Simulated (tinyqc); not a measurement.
Worked calculation: scattering rates of a carrier in a spherical band by Fermi's golden rule. Computed by tinyqc, a small Python program that keeps every step. Command: `OMP_NUM_THREADS=1 python tinyqc.py 3005720 3005721 out.jsonl scatter walk`. One thread of a shared host (Intel(R) Xeon(R) Processor @ 2.30GHz), about 0.01 s of CPU time with the checks. Intermediate numbers are printed to about 5 digits and carried at full precision; extremes and crossings named in words are read from the listed rows.

All processes here are isotropic or elastic, and the rate listed is the momentum relaxation rate.

Inputs (values chosen for the exercise, modelled on electrons in germanium):

| quantity | value | unit |
|---|---|---|
| density-of-states mass of one valley m | 0.22 | m_0 |
| non-parabolicity alpha | 0.71 | 1/eV |
| static permittivity eps_s | 16 | - |
| density rho | 5323 | kg/m^3 |
| sound velocity v_l | 5340 | m/s |
| acoustic deformation potential D_A | 11 | eV |
| phonon energy hbar w | 33.2 | meV |
| optical or intervalley deformation potential D_o | 5.7 | 1e8 eV/cm |
| final valleys Z_f | 3 | - |
| ionised impurity density N_I | 2.6e+17 | 1/cm^3 |
| temperature T | 100 | K |
| carrier energy E | 71 | meV |

Crystal: non-polar. Band: Kane. Impurity formula: Brooks-Herring. Further scattering: none.

Constants: m_0 = 9.1093837015e-31 kg; e = 1.602176634e-19 C; hbar = 1.054571817e-34 J s; k_B = 8.617333262e-05 eV/K; eps_0 = 8.8541878128e-12 F/m; k_B = 1.380649e-23 J/K; hbar = 6.582119569e-16 eV s.

## The band at energy E

Kane band: hbar^2 k^2/(2 m) = E (1 + alpha E), speed v = hbar k/(m (1 + 2 alpha E)), states per spin, volume and energy g(E) = m k (1 + 2 alpha E)/(2 pi^2 hbar^2); overlap factors are set to 1. Masses are multiplied by m_0 and all formulas are in SI units.

wave number k = 0.65623 1/nm

speed v = 3.1369e+05 m/s

g(E) = 1.0566e+20 1/(eV cm^3)

Non-parabolicity raises g(E) by a factor 1.128 and changes the speed by a factor 0.931 against a parabolic band at the same E.

## Phonon occupation and screening length

Phonon occupation N_q = 1/(exp(hbar w/(k_B T)) - 1). Debye screening by free carriers of density N_I: L_s = sqrt(eps_s eps_0 k_B T/(e^2 N_I)).

N_q = 0.021683

screening length L_s = 5.4135 nm

Above the threshold emission is favoured over absorption by (N_q + 1)/N_q = exp(hbar w/k_B T) = 47.1, apart from the density of final states. Caution: the doping exceeds half the effective density of states of one valley, so Debye screening (where used) and free final states are rough assumptions.

## Acoustic phonons

Acoustic deformation potential (elastic, equipartition, absorption and emission together): 1/tau = 2 pi k_B T D_A^2 g(E)/(hbar rho v_l^2).

acoustic rate = 1.1101e+12 1/s

## Optical or intervalley phonons

Optical or intervalley deformation potential: 1/tau = (pi Z_f D_o^2/(rho w)) [N_q g(E + hbar w) + (N_q + 1) g(E - hbar w)], with g = 0 below the band edge.

absorption rate = 5.3476e+10 1/s

emission rate = 1.3621e+12 1/s

Emission is 25.5 times absorption here.

## Ionised impurities

Singly charged impurities, momentum relaxation: 1/tau = N_I e^4 m (1 + 2 alpha E) Phi/(8 pi (eps_s eps_0)^2 hbar^3 k^3), with alpha = 0 for a parabolic band. Brooks-Herring: Phi = ln(1 + b) - b/(1 + b), b = 4 k^2 L_s^2.

b = 50.482

ionised-impurity rate = 6.6934e+11 1/s

## All rates at E

Rates add: 1/tau_m is the sum, and the mean free path is v tau_m.

Momentum relaxation rates:

| process | rate (1/s) | share (%) |
|---|---|---|
| acoustic | 1.1101e+12 | 34.744 |
| optical absorption | 5.3476e+10 | 1.6737 |
| optical emission | 1.3621e+12 | 42.632 |
| ionised impurity | 6.6934e+11 | 20.950 |

momentum relaxation time tau_m = 312.99 fs

mean free path = 98.182 nm

The largest rate is optical emission (43 %), then acoustic (35 %).

## Rates against energy

The formulas are those given above.

Momentum relaxation rates (1e12/s) and the total time:

| E (meV) | acoustic | optical absorption | optical emission | ionised impurity | tau_m (fs) |
|---|---|---|---|---|---|
| 3.3 | 0.2134 | 0.02834 | 0.0000 | 10.692 | 91.46 |
| 8.3 | 0.3414 | 0.03048 | 0.0000 | 5.798 | 162.07 |
| 17.0 | 0.4960 | 0.03401 | 0.0000 | 3.068 | 277.91 |
| 30.0 | 0.6739 | 0.03900 | 0.0000 | 1.728 | 409.68 |
| 37.0 | 0.7574 | 0.04157 | 0.4072 | 1.382 | 386.42 |
| 50.0 | 0.8999 | 0.04622 | 0.8759 | 0.993 | 355.18 |
| 73.0 | 1.1293 | 0.05416 | 1.4024 | 0.648 | 309.18 |
| 120.0 | 1.5596 | 0.06988 | 2.2373 | 0.365 | 236.32 |
| 200.0 | 2.2659 | 0.09664 | 3.5053 | 0.199 | 164.82 |
| 330.0 | 3.4610 | 0.14267 | 5.5911 | 0.109 | 107.48 |

The largest rate is ionised impurity from 3.30 to 50.0, optical emission from 73.0 to 330 meV. Crossing hbar w = 33.2 meV opens emission: tau_m goes from 410 to 386 fs between the two rows around it. The impurity rate goes between the last rows as E^-1.20; the acoustic rate follows g(E) and grows by a factor 16.2 over the table (10.0 for a parabolic band). At 3.3 meV hbar/tau exceeds E/2, so the golden rule loses its meaning there.

Checks made by the program: Brooks-Herring rate against the angular integral of the screened Coulomb matrix element (relative difference below 1e-10).
